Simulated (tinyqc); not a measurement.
Bethe-Salpeter matrix of a two-band chain (Tamm-Dancoff form): one step. The singlet matrix.

One valence and one conduction band, lattice period 1, mesh k = 2 pi j/N. Pair energies D(k) = Eg + 2 t sum(1 - cos k), t = tc + tv. Screened attraction W(R) = U at R = 0 and V/|R| otherwise, R over the N cells with the nearest image; W(q) = sum_R W(R) cos(q R). H(k, k') = D(k) delta - W(k - k')/Nk + 2 J/Nk for singlets (J = 0 for triplets), Nk the number of k points. With a constant transition dipole the strength of a state is f = (sum_k A_k)^2/Nk, and the f sum to 1.

Parameters, chosen for this exercise:

| symbol | value | unit | meaning |
|---|---|---|---|
| Eg | 4.4 | eV | quasiparticle gap |
| tc | 0.45 | eV | conduction hopping |
| tv | 0.65 | eV | valence hopping |
| U | 1.94 | eV | attraction in the same cell |
| V | 0 | eV | attraction at one cell distance |
| J | 0.47 | eV | exchange in the same cell |
| N | 10 |  | k points along each axis |

Problem. Fill in H.

Give: H.

Solution.

H (eV), lower triangle:
```
         j0       j1       j2       j3       j4       j5       j6       j7       j8      j9
j0   4.3000
j1  -0.1000   4.7202
j2  -0.1000  -0.1000   5.8202
j3  -0.1000  -0.1000  -0.1000   7.1798
j4  -0.1000  -0.1000  -0.1000  -0.1000   8.2798
j5  -0.1000  -0.1000  -0.1000  -0.1000  -0.1000   8.7000
j6  -0.1000  -0.1000  -0.1000  -0.1000  -0.1000  -0.1000   8.2798
j7  -0.1000  -0.1000  -0.1000  -0.1000  -0.1000  -0.1000  -0.1000   7.1798
j8  -0.1000  -0.1000  -0.1000  -0.1000  -0.1000  -0.1000  -0.1000  -0.1000   5.8202
j9  -0.1000  -0.1000  -0.1000  -0.1000  -0.1000  -0.1000  -0.1000  -0.1000  -0.1000  4.7202
```

Program tinyqc; command `OMP_NUM_THREADS=1 python tinyqc.py 1282408 1282409 out.jsonl`; about 0.2 s on one thread of a shared Intel(R) Xeon(R) Processor @ 2.30GHz.
